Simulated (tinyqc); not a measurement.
Inside a calculation. Model: classical nucleation, growth and JMAK kinetics of crystallisation from a melt or glass. Computed by tinyqc, a small Python program that keeps every step. Command: `OMP_NUM_THREADS=1 python tinyqc.py 3017523 3017524 out.jsonl nucl walk`. One thread of a shared host (Intel(R) Xeon(R) Processor @ 2.30GHz), about 0.01 s of CPU time with the checks. Intermediate numbers are printed to about 5 digits and carried at full precision; extremes and crossings named in words are read from the listed rows.

A spherical nucleus with a sharp interface of isotropic energy gamma; lambda = Omega^(1/3) is the jump distance.

Inputs (values chosen for the exercise, for a model substance): melting point T_m = 1450 K; heat of melting per volume H = 2090 J/cm^3; interface energy gamma = 0.183 J/m^2; atomic volume Omega = 23.7 angstrom^3; temperature T = 1036 K; diffusion prefactor D0 = 3e-06 m^2/s; activation energy Q = 1.07 eV; time t = 64 s.

Nucleation: homogeneous. Driving force: Thompson-Spaepen.

Constants: e = 1.602176634e-19 C; k_B = 1.380649e-23 J/K; k_B = 8.617333262e-05 eV/K.

## Critical nucleus

Driving force per volume: dG = H [(T_m - T)/T_m] [2 T/(T_m + T)]. Shape factor f = 1. W(r) = f [4 pi r^2 gamma - (4/3) pi r^3 dG]; r* = 2 gamma/dG; W* = f 16 pi gamma^3/(3 dG^2); n* = f (4/3) pi r*^3/Omega.

driving force dG = 497.36 J/cm^3

shape factor f = 1

critical radius r* = 0.73589 nm

barrier W* = 2.5909 eV

atoms in the nucleus n* = 70.434

W*/(k_B T) = 29.022

W* equals n* Omega dG/2 = 2.591 eV.

## Steady nucleation rate

D = D0 exp(-Q/(k_B T)); attachment rate k+ = (A*/lambda^2) D/lambda^2 with A* = 4 pi r*^2; Zeldovich factor Z = sqrt(W*/(3 pi k_B T))/n*; sites per volume N = 1/Omega; I = N Z k+ exp(-W*/(k_B T)); lag time = 1/(4 pi Z^2 k+).

diffusivity D = 1.8704e-11 m^2/s

attachment rate k+ = 1.8698e+10 1/s

Zeldovich factor Z = 0.024914

sites N = 4.2194e+28 1/m^3

nucleation rate I = 4.8919e+24 1/(m^3 s)

lag time = 6.8567e-09 s

A cube of edge 100 nm waits 2.0e-4 s on average for its first nucleus. A rise of gamma by 5 % would change I by a factor of about exp(-W*/(k_B T) (1.05^3 - 1)) = 0.010.

## Growth velocity

Growth (Wilson-Frenkel): u = (D/lambda) [1 - exp(-dG Omega/(k_B T))]. D = D0 exp(-Q/(k_B T)).

growth velocity u = 0.036554 m/s

## Fraction transformed and grain size

JMAK with steady nucleation and growth, nuclei spread at random: extended fraction X_e = (pi/3) I u^3 t^4, X = 1 - exp(-X_e); t_X = [-3 ln(1 - X)/(pi I u^3)]^(1/4); final grains per volume = Gamma(5/4) (3/pi)^(1/4) (I/u)^(3/4), Gamma(5/4) = 0.9064024771. Grain size = (grains per volume)^(-1/3).

extended fraction = 4.1980e+27

fraction X at t = 1

half time t_0.5 = 7.2548e-06 s

grains per volume = 3.5254e+19 1/m^3

grain size = 0.30497 micrometre

t is 8.8e6 half times: the change is complete.

## Nose of the time-temperature curve

JMAK with steady nucleation and growth, nuclei spread at random: extended fraction X_e = (pi/3) I u^3 t^4, X = 1 - exp(-X_e); t_X = [-3 ln(1 - X)/(pi I u^3)]^(1/4); final grains per volume = Gamma(5/4) (3/pi)^(1/4) (I/u)^(3/4), Gamma(5/4) = 0.9064024771. The nose is the T between 0.3 and 0.97 T_m where I u^3 is largest; the time is for X = 1e-6, and the critical cooling rate is estimated as (T_m - T_nose)/t_nose.

nose temperature = 971.00 K

nose time = 1.8667e-07 s

critical cooling rate = 2.5661e+09 K/s

The nose lies at 0.67 T_m. A glass needs rates of nanosecond pulses on thin films.

## Nucleation and growth against temperature

Grain size = (grains per volume)^(-1/3). Rows are kept where W*/(k_B T) < 70.

Rates:
```
T (K)  W*/(k_B T)  I (1/(m^3 s))     u (m/s)   t_0.5 (s)  grain size (micrometre)
725        21.136     9.0937e+25  3.0774e-04  1.2571e-04               4.4489e-02
798        20.936     5.0747e+26  1.3906e-03  2.6391e-05               4.2203e-02
870        21.745     7.8414e+26  4.6951e-03  9.5031e-06               5.1311e-02
942        23.738     3.0580e+26  1.2807e-02  5.6656e-06               8.3445e-02
1015       27.483     1.7974e+25  2.9596e-02  6.1392e-06               2.0895e-01
1088       34.157     4.9816e+22  5.8462e-02  1.6058e-05               1.0796e+00
1160       46.442     4.5263e+17  9.9175e-02  1.9677e-04               2.2442e+01
```

Among these rows I peaks at 870 K, u at 1160 K and the change is fastest at 942 K, between the two. Growth has no barrier W*, so it peaks nearer T_m than nucleation. The grain size goes as (u/I)^(1/4), from 0.044 micrometre at the lowest T to 22 at the highest.

Checks made by the program: r* and W* against a numerical maximum of W(r) (relative difference 4e-09).
